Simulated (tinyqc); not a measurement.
# Trench capacitor in an array: capacitance, non-linearity, leakage and relaxation: capacitance, non-linearity and leakage against thickness

A film between two metal electrodes, each interface adding a series capacitance ci. The small-signal permittivity is ek (1 + aq E^2); the field is found with the linear permittivity. Leakage J = J0 sinh(E/Ef). After a voltage step the film passes a relaxation current kr C V tt^(-nr), tt being the time in seconds. The sidewall is a coaxial capacitor with radii a = dm/2 - t and b = dm/2, depth AR dm; the end face is left out.

Planar film: Cf = eps0 ek/t, 1/C = 1/Cf + 2/ci, EOT = 3.9 eps0/C, effective permittivity C t/eps0, E = (V/t) C/Cf; quadratic coefficient [C(V)/C - 1]/V^2 with Cf (1 + aq E^2) in C(V).

Values chosen for this exercise; permittivity of the order of that of silicon nitride:
- ek = 6.61 (relative permittivity of the film)
- ci = 1000 uF/cm^2 (capacitance of each electrode interface (dead layer and screening))
- aq = 0.0028 cm^2/MV^2 (quadratic field coefficient of the permittivity)
- V = 2.5 V (bias)
- J0 = 7.9e-11 A/cm^2 (leakage prefactor)
- Ef = 0.3 MV/cm (field for an e-fold rise of the leakage)

Constants: eps0 = 8.8541878128e-14 F/cm where lengths are in cm. Results are converted to the units shown.

Result of one run:

| C (uF/cm^2) | EOT (nm) | effective permittivity | E (MV/cm) | quadratic coefficient (ppm/V^2) | J (A/cm^2) |
|---|---|---|---|---|---|
| 0.4498 | 7.677 | 6.604 | 1.921 | 1652 | 2.388e-8 |

Which film thickness t gave this result: 13, 19, 28 or 41 nm?

t = 13 nm.

The whole series:

| t (nm) | C (uF/cm^2) | EOT (nm) | effective permittivity | E (MV/cm) | quadratic coefficient (ppm/V^2) | J (A/cm^2) |
|---|---|---|---|---|---|---|
| 2.7 | 2.158 | 1.600 | 6.581 | 9.219 | 3.787e4 | 876.8 |
| 4 | 1.459 | 2.367 | 6.591 | 6.232 | 1.734e4 | 0.04150 |
| 5.8 | 1.007 | 3.429 | 6.597 | 4.302 | 8272 | 6.666e-5 |
| 8.6 | 0.6796 | 5.081 | 6.601 | 2.903 | 3770 | 6.297e-7 |
| 13 | 0.4498 | 7.677 | 6.604 | 1.921 | 1652 | 2.388e-8 |
| 19 | 0.3078 | 11.22 | 6.606 | 1.315 | 774.2 | 3.163e-9 |
| 28 | 0.2089 | 16.53 | 6.607 | 0.8925 | 356.7 | 7.717e-10 |
| 41 | 0.1427 | 24.20 | 6.608 | 0.6096 | 166.4 | 2.962e-10 |
| 60 | 0.09752 | 35.41 | 6.609 | 0.4166 | 77.73 | 1.485e-10 |

C falls from 2.16 to 0.0975 uF/cm^2 while the effective permittivity goes from 6.58 to 6.61 (ek = 6.61). EOT is a straight line in t with slope 3.9/ek = 0.590 and intercept 0.00691 nm. The quadratic coefficient goes as t^(-1.99) between the first two rows and t^(-2.00) between the last two (-2 without interfaces), and J falls by 12.8 decades. For t = 2.7 direct tunnelling, left out, would add to the leakage.

tinyqc, about 0.01 s, one thread, Intel Xeon 2.30GHz (shared host): `OMP_NUM_THREADS=1 python tinyqc.py 2102199 2102200 out.jsonl`
